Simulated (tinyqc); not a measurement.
What each parameter does: heterojunction of two tight-binding chains.

Left chain: hopping -t1, sites at 2 t1 (band bottom 0). Right chain: hopping -t2, sites at dE + 2 t2 (bottom dE). t = c/(m a^2), c = hbar^2/2m0. The bond across the interface is -tc with tc = f sqrt(t1 t2), and the last left site has the extra energy U. In a chain E = bottom + 2t (1 - cos(ka)); the surface Green function of a half chain is g = -exp(ika)/t, with Im k > 0 where cos(ka) > 1.

Constants: hbar^2/2m0 = 3.80998211 eV angstrom^2.

Values chosen for the exercise (masses and offset of the size met at InAs / GaSb; the results hold for these values, not for the real material):
- a = 5.65 angstrom (site spacing)
- m1 = 0.024 m0 (mass on the left)
- m2 = 0.043 m0 (mass on the right)
- dE = 0.85 eV (band offset)
- f = 0.77 (factor on the interface hopping)
- U = 0 eV (extra energy on the last left site)
- E = 0.865 eV (electron energy)

T = 4 Im(S1) Im(S2) |G|^2 with G = 1/(E - 2 t1 - U - S1 - S2), S1 = -t1 exp(i k1 a), S2 = -(tc^2/t2) exp(i k2 a).

Results for these values:

| case | T | k1 a | k2 a |
|---|---|---|---|
| base | 0.2312 | 0.4201 | 0.0735 |

What happens to each result for m2 = 0.0516 m0, all else kept?

Answer: T rises from 0.2312 to 0.2501; k1 a does not change at the printed digits; k2 a rises from 0.0735 to 0.0806.

The same for each parameter in turn:

| case | T | k1 a | k2 a |
|---|---|---|---|
| base | 0.2312 | 0.4201 | 0.0735 |
| m1 = 0.0288 m0 | 0.2340 | 0.4609 | 0.0735 |
| m2 = 0.0516 m0 | 0.2501 | 0.4201 | 0.0806 |
| dE = 0.8 eV | 0.4154 | 0.4201 | 0.1532 |
| f = 0.693 | 0.1496 | 0.4201 | 0.0735 |
| U = 0.2 eV | 0.2123 | 0.4201 | 0.0735 |
| a = 4.52 angstrom | 0.1787 | 0.3352 | 0.0588 |

tinyqc: `OMP_NUM_THREADS=1 python tinyqc.py 1482015 1482016 out.jsonl`; about 0.01 s, one thread, shared Intel(R) Xeon(R) Processor @ 2.30GHz.
